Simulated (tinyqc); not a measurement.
# Trap density from one capacitance

Inverse problem. Traps spread evenly through the insulator exchange electrons with the semiconductor by tunnelling, with tau(x) = t0 exp(2 ka x) at depth x from the interface. The admittance per area Y seen at depth x obeys dY/dx = -Y^2/(i w eps0 eox) + q Nb ln(1 + i w tau)/tau, with Y(0) = i w Cs and w = 2 pi f; the gate sees Y(tox) = G + i w C. Working variable y = Y/(i w), in uF/cm^2. Cox = eps0 eox/tox. Find Nb and G/w.

Inputs (values chosen for the exercise):
- eox = 21.9 (relative permittivity of the insulator)
- tox = 10 nm (insulator thickness)
- Cs = 0.74 uF/cm^2 (semiconductor capacitance in accumulation)
- ka = 6.1 1/nm (decay constant of the wave function in the insulator)
- t0 = 5e-11 s (time constant of a trap at the interface)
- f = 1000 Hz (frequency)

Constants: q = 1.602176634e-19 C, eps0 = 8.8541878128e-14 F/cm where lengths are in cm. Results are converted to the units shown.

C = 0.64337307 uF/cm^2

Answer. C rises steadily with Nb, so one density matches; in practice ka and t0 must come from the frequency dependence.

Nb = 1.00e19 cm^-3 eV^-1
G/w = 0.0104 uF/cm^2

Computed by the program tinyqc: `OMP_NUM_THREADS=1 python tinyqc.py 2202238 2202239 out.jsonl`, one thread of a shared Intel Xeon 2.30GHz, about 0.6 s for the whole run.
